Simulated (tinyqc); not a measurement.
# Read current of a NAND string, cells in series solved by shooting: read current against the number of cells

Cells in series, numbered from 0 at the source line (0 V) to the bit line, each followed by a gap resistance Rg. A cell with gate Vg, threshold VT, source Vs and drain Vd passes I = 2 nf K Vt^2 [F(Vs) - F(Vd)]/(1 + th max(Vg - VT, 0)), F(V) = ln^2(1 + exp((Vg - VT - nf V)/(2 nf Vt))). The selected cell has Vg = Vr, the others Vg = Vp.

For a trial current I start at 0 V and, cell by cell, solve for the drain: sqrt(F(Vd)) = sqrt(F(Vs) - I/k), k = 2 nf K Vt^2/(1 + th max(Vg - VT, 0)), Vd = [Vg - VT - 2 nf Vt ln(exp(sqrt F) - 1)]/nf, then add I Rg. The string current is the I for which the last node reaches Vbl. The apparent threshold is the Vr at which I = Is. Background: all other cells erased (VT = Ve) or all in the highest state (VT = Vh); ratio and shift are high over erased and high minus erased. The selected cell is in the middle, cell n/2.

Inputs (values chosen for the exercise); values of the order met in vertical NAND strings:
- T = 300 K (temperature)
- K = 13 uA/V^2 (gain factor of a cell)
- nf = 2.5 (slope factor)
- th = 0.19 1/V (mobility reduction factor)
- Rg = 2 kohm (resistance of the gap between cells)
- Vbl = 0.3 V (bit-line voltage)
- Vp = 7.9 V (pass voltage)
- Ve = -0.8 V (threshold of an erased cell)
- Vh = 3.8 V (threshold of the highest state)
- Vx = 1.3 V (threshold of the selected cell)
- Is = 10 nA (sensing current)
- Vr = 2.31 V (read voltage on the selected word line)

Constants: q = 1.602176634e-19 C, kB = 1.380649e-23 J/K, Vt = kB T/q. Results are converted to the units shown.

Result of one run:
```
n,"I, others erased (uA)","I, others high (uA)",ratio,"apparent VT, erased (V)","apparent VT, high (V)",background shift (mV)
32,0.3094,0.2228,0.7200,1.248,1.251,3.986
```

What becomes of these results when the number of cells n is changed from 32 to 64, all else the same?

Result of the changed run:
```
n,"I, others erased (uA)","I, others high (uA)",ratio,"apparent VT, erased (V)","apparent VT, high (V)",background shift (mV)
64,0.1651,0.1160,0.7028,1.258,1.266,8.007
```

The whole series:
```
n,"I, others erased (uA)","I, others high (uA)",ratio,"apparent VT, erased (V)","apparent VT, high (V)",background shift (mV)
8,0.8885,0.7112,0.8005,1.240,1.241,0.9931
16,0.5484,0.4118,0.7508,1.242,1.244,1.988
32,0.3094,0.2228,0.7200,1.248,1.251,3.986
64,0.1651,0.1160,0.7028,1.258,1.266,8.007
96,0.1126,0.07843,0.6968,1.268,1.280,12.07
128,0.08539,0.05923,0.6937,1.278,1.294,16.16
192,0.05758,0.03977,0.6906,1.299,1.323,24.83
```

With erased neighbours the current falls from 0.888 to 0.0576 uA, as n^(-0.70) between the first two rows and n^(-0.97) between the last two (-1 once the series resistance rules). The ratio falls from 0.800 to 0.691 and the background shift rises from 0.993 to 24.8 mV.

tinyqc, about 0.5 s, one thread, Intel Xeon 2.30GHz (shared host): `OMP_NUM_THREADS=1 python tinyqc.py 2142045 2142046 out.jsonl`
